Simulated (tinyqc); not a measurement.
Undoped symmetric double-gate MOSFET, analytic potential model: two steps of the calculation.

An undoped body of thickness ts between two equal insulators and tied gates; long channel, electrons only, n = ni exp((psi - V)/Vt) with V the quasi-Fermi potential (0 at the source, Vd at the drain), constant mobility, no quantisation. Across the body psi(x) = V - 2 Vt ln[(ts/(2 beta)) sqrt(q ni/(2 eps0 eps_r Vt)) cos(2 beta x/ts)], x from the centre. Q is the electron charge per area of the whole body.

Values chosen for this exercise; material values close to those of germanium: temperature T = 300 K; relative permittivity of the semiconductor eps_r = 16.3; conduction-band density of states at T Nc = 1.05e19 cm^-3; body thickness ts = 20 nm; channel mobility mu = 180 cm^2/(V s); gate length L = 0.5 um; drain voltage Vd = 0.3 V.

Constants: q = 1.602176634e-19 C, kB = 1.380649e-23 J/K, Vt = kB T/q, eps0 = 8.8541878128e-14 F/cm where lengths are in cm. Results are converted to the units shown.

Problem 1. Charges and drain current. beta (between 0 and pi/2) solves (Vg - V0 - V)/(2 Vt) = ln(beta) - ln(cos beta) + 2 r beta tan(beta). Q = 8 eps0 eps_r Vt beta tan(beta)/ts; I = mu (1/L)(4 eps0 eps_r/ts)(2 Vt)^2 [g(beta_s) - g(beta_d)] per width, g = beta tan(beta) - beta^2/2 + r beta^2 tan^2(beta), with beta_s at V = 0 and beta_d at V = Vd.

beta_s = 1.3015591
beta_d = 0.65504017
r = 0.47740586

Give: Qs; Qd; g(beta_s); g(beta_d); I.

Solution 1.

Qs = 703.95 nC/cm^2
Qd = 75.098 nC/cm^2
g(beta_s) = 14.492
g(beta_d) = 0.40954
I = 39.119 uA/um

The term r beta^2 tan^2(beta), which gives the square law, makes up 73.3 % of g at the source.

Problem 2. Potential and electron density across the body at the source. psi(x) as above with V = 0 and beta = beta_s; n = ni exp(psi/Vt).

| point | x/ts |
|---|---|
| 0 | 0 |
| 1 | 0.1 |
| 2 | 0.2 |
| 3 | 0.3 |
| 4 | 0.4 |
| 5 | 0.45 |
| 6 | 0.5 |

beta_s = 1.3015591
ni = 2.4189778e13 cm^-3

Wanted: psi; n.

Solution 2.

| point | psi (V) | n (cm^-3) |
|---|---|---|
| 0 | 0.26867 | 7.8900e17 |
| 1 | 0.27044 | 8.4498e17 |
| 2 | 0.27602 | 1.0484e18 |
| 3 | 0.28636 | 1.5640e18 |
| 4 | 0.30398 | 3.0921e18 |
| 5 | 0.31751 | 5.2179e18 |
| 6 | 0.33714 | 1.1151e19 |

The density at the surface is 14.1 times that at the centre (1/cos^2 beta). It reaches 1.1 Nc, where Boltzmann statistics overestimate it.

tinyqc, about 0.01 s, one thread, Intel Xeon 2.30GHz (shared host): `OMP_NUM_THREADS=1 python tinyqc.py 2440088 2440089 out.jsonl`
